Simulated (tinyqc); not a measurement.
Free and trapped electrons in a MOS channel with a dense trap tail: two steps of the calculation.

p-type body, charge-sheet picture, full ionisation (an idealisation for deep acceptors), Boltzmann statistics for free electrons. e = Ec - EF at the surface. Acceptor-like traps of density D(E) = D0 + De exp(-E/Ew) at depth E below Ec, from 0 to Eu, hold n_t = integral of D(E)/(1 + exp((e - E)/Vt)). psi = Eg - Vt ln(Nv/Na) - e; N_dep = sqrt(2 eps0 eps_r Na (psi - Vt)/q); n_f = sqrt(N_dep^2 + 2 eps0 eps_r Vt Nc exp(-e/Vt)/q) - N_dep; Vg = Vfb + psi + q (N_dep + n_t + n_f)/Cox, Cox = eps0 eox/tox.

Values chosen for this exercise; band and dielectric values close to those of silicon:
- T = 300 K (temperature)
- Eg = 1.13 eV (band gap)
- eps_r = 11.8 (relative permittivity)
- Nc = 2.82e19 cm^-3 (conduction-band density of states at T)
- Nv = 2.6e19 cm^-3 (valence-band density of states at T)
- eox = 3.9 (relative permittivity of the insulator)
- tox = 63 nm (insulator thickness)
- Na = 3e15 cm^-3 (acceptor density)
- Vfb = -0.86 V (flat-band voltage without trapped charge)
- D0 = 1.5e11 cm^-2 eV^-1 (constant background density of acceptor-like traps)
- De = 7.9e12 cm^-2 eV^-1 (density of the tail at the conduction edge)
- Ew = 0.08 eV (decay energy of the tail)
- Eu = 0.62 eV (depth below Ec down to which the traps reach)
- mf = 230 cm^2/(V s) (mobility of free electrons)
- e = 0.105 eV (Ec - EF at the surface)

Constants: q = 1.602176634e-19 C, kB = 1.380649e-23 J/K, Vt = kB T/q, eps0 = 8.8541878128e-14 F/cm where lengths are in cm. Results are converted to the units shown.

Task 1. Trapped charge. Trapezoid rule on 15 equal steps from 0 to Eu, f = 1/(1 + exp((e - E)/Vt)).

Wanted: E; D(E) f; n_t.

Result 1.

```
point   E (eV)  D(E) f (cm^-2 eV^-1)
0            0              1.363e11
1      0.04133              3.818e11
2      0.08267              8.780e11
3       0.1240              1.235e12
4       0.1653              1.049e12
5       0.2067              7.323e11
6       0.2480              5.039e11
7       0.2893              3.620e11
8       0.3307              2.766e11
9       0.3720              2.255e11
10      0.4133              1.951e11
11      0.4547              1.769e11
12      0.4960              1.660e11
13      0.5373              1.596e11
14      0.5787              1.557e11
15      0.6200              1.534e11
```

n_t = 2.745e11 cm^-2

Task 2. Charges and gate voltage. psi, N_dep, n_f and Vg as defined, with the n_t given; free share n_f/(n_f + n_t); apparent mobility mf n_f/(n_f + n_t); gate voltage spent on traps q n_t/Cox.

n_t = 2.7451044e11 cm^-2

Find: psi; N_dep; n_f; Vg; free share; apparent mobility; gate voltage spent on traps.

Result 2.

psi = 0.79059 V
N_dep = 1.7298e11 cm^-2
n_f = 2.6710e11 cm^-2
Vg = 2.0194 V
free share = 49.316 %
apparent mobility = 113.43 cm^2/(V s)
gate voltage spent on traps = 0.80241 V

Program tinyqc, `OMP_NUM_THREADS=1 python tinyqc.py 2222012 2222013 out.jsonl`; Intel Xeon 2.30GHz, shared host, one thread, about 0.02 s.
